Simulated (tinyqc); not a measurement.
n-type polysilicon, carrier trapping at grain boundaries: two steps of the calculation.

One-dimensional grains of size Lg, uniform ionised doping N, monovalent traps Qt at each boundary at a depth Et below (for electrons) or above (for holes) the band edge there, abrupt depletion of width W on each side of a boundary, Boltzmann statistics. xi is the distance from the band edge at the grain centre to the Fermi level. Trapped charge Qt/(1 + exp((xi + VB - Et)/Vt)) = 2 N W, barrier VB = q N W^2/(2 eps0 eps_r).

Parameters, values chosen for the exercise; values of the order met in polycrystalline silicon: temperature T = 400 K; relative permittivity eps_r = 11.7; conduction-band density of states at T NB = 4.31e19 cm^-3; grain size Lg = 220 nm; trap density of a grain boundary Qt = 1.1e12 cm^-2; depth of the trap level from the majority band edge at the boundary Et = 0.39 eV; mass for thermionic emission ms = 0.34 m0; correction factor of the emission rate fe = 0.12; mobility inside the grains mug = 240 cm^2/(V s); doping N = 7.5e16 cm^-3.

Constants: q = 1.602176634e-19 C, kB = 1.380649e-23 J/K, m0 = 9.1093837015e-31 kg, Vt = kB T/q, eps0 = 8.8541878128e-14 F/cm where lengths are in cm. Results are converted to the units shown.

Task 1. Depletion width, Fermi level and barrier. If the trap equation with xi = Vt ln(NB/N) has a root W < Lg/2, the grain is partly depleted; otherwise W = Lg/2 and the trap equation gives xi = Et - VB + Vt ln(Qt/(N Lg) - 1). N* = Qt/Lg.

Wanted: N*; W; xi; VB; share of traps filled.

Result 1.

N* = 5.0000e16 cm^-3
W = 49.966 nm
xi = 0.21901 V
VB = 0.14479 V
share of traps filled = 0.68135

N is 1.50 N*, and the grain is partly depleted; VB = 4.20 Vt.

Task 2. Resistivity and effective mobility. n0 = NB exp(-xi/Vt); mean density n0 (1 - 2 W/Lg) by charge balance in a partly depleted grain, and n0 (sqrt(pi)/2) erf(u)/u with u = sqrt(VB/Vt) in a fully depleted one; v = sqrt(kB T/(2 pi ms m0)); barrier resistivity Vt exp(VB/Vt)/(q fe n0 v Lg); grain resistivity (1 - 2 W/Lg)/(q n0 mug); effective mobility 1/(q mean density total resistivity).

W = 49.965545 nm
xi = 0.21901091 V
VB = 0.14479325 V

Find: n0; mean density; v; barrier resistivity; grain resistivity; resistivity; effective mobility.

Result 2.

n0 = 7.500e16 cm^-3
mean density = 4.093e16 cm^-3
v = 5.327e6 cm/s
barrier resistivity = 13.61 ohm cm
grain resistivity = 0.1892 ohm cm
resistivity = 13.80 ohm cm
effective mobility = 11.05 cm^2/(V s)

The resistivity is 39.8 times that of a single crystal with the same N and mobility mug, and the mean density is 54.6 % of N.

Numbers from tinyqc (`OMP_NUM_THREADS=1 python tinyqc.py 2830189 2830190 out.jsonl`; about 0.01 s on one thread of a shared Intel Xeon 2.30GHz).
